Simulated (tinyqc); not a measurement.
Grain growth, pinning, strength and diffusional creep of a polycrystal or thin film: one step, computed by the program tinyqc.

One mean grain size d describes the structure.

Problem. Yield stress. Hall-Petch term k_y/sqrt(d). Orowan term 3.06 x 0.4 G b ln(2 rbar/b)/(pi lambda sqrt(1 - nu)) with nu = 1/3, rbar = sqrt(2/3) r, lambda = rbar (sqrt(pi/f) - 2). The terms are added to sigma_0.

Inputs (values chosen for the exercise, for a model solid):

| quantity | value | unit |
|---|---|---|
| shear modulus G | 30.8 | GPa |
| Burgers vector b | 2.884 | angstrom |
| anneal temperature T | 613 | K |
| particle volume fraction f | 0.0028 | - |
| particle radius r | 9.8 | nm |
| friction stress sigma_0 | 18 | MPa |
| Hall-Petch slope k_y | 0.08 | MPa m^0.5 |

Sample: bulk.

grain size d = 376.5881 nm

Give: Hall-Petch term; Orowan term; yield stress.

Solution.

Hall-Petch term = 130.4 MPa

Orowan term = 67.55 MPa

yield stress = 215.9 MPa
